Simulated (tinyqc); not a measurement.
Born-Mayer model of an ionic crystal AB: one step, computed by the program tinyqc.

Energies are per ion pair and r is the nearest distance of unlike ions.

Question. Terms of the lattice energy. Madelung constant M, unlike neighbours z1, like neighbours z2 at f r, volume per pair: rock salt 1.747565, 6, 12, sqrt2, 2 r^3; caesium chloride 1.762675, 8, 6, 2/sqrt3, 8 r^3/(3 sqrt3); zinc blende 1.638055, 4, 12, sqrt(8/3), 16 r^3/(3 sqrt3). U(r) = -M z^2 e^2/(4 pi eps_0 r) + z1 lambda exp(-r/rho) + z2 [lambda2 exp(-f r/rho) - C/(f r)^6] (one mean like-ion term for both sublattices).

Inputs (values chosen for the exercise, for a model salt):

| quantity | value | unit |
|---|---|---|
| ionic charge z | 1 | - |
| unlike repulsion lambda | 171 | eV |
| range rho | 0.348 | angstrom |
| like repulsion lambda2 | 1040 | eV |
| dispersion C between like ions | 54 | eV angstrom^6 |

Structure: caesium chloride. Short range: with like-ion terms.

equilibrium distance r0 = 2.708470 angstrom

Constants: e^2/(4 pi eps_0) = 14.39964548 eV angstrom.

Give: terms; lattice energy U.

Answer.

terms (eV): Coulomb -9.3713, unlike repulsion 0.5702, like repulsion 0.7802, dispersion -0.3462

lattice energy U = -8.3672 eV per pair

The short-range terms together cancel 10.7 % of the Coulomb energy.
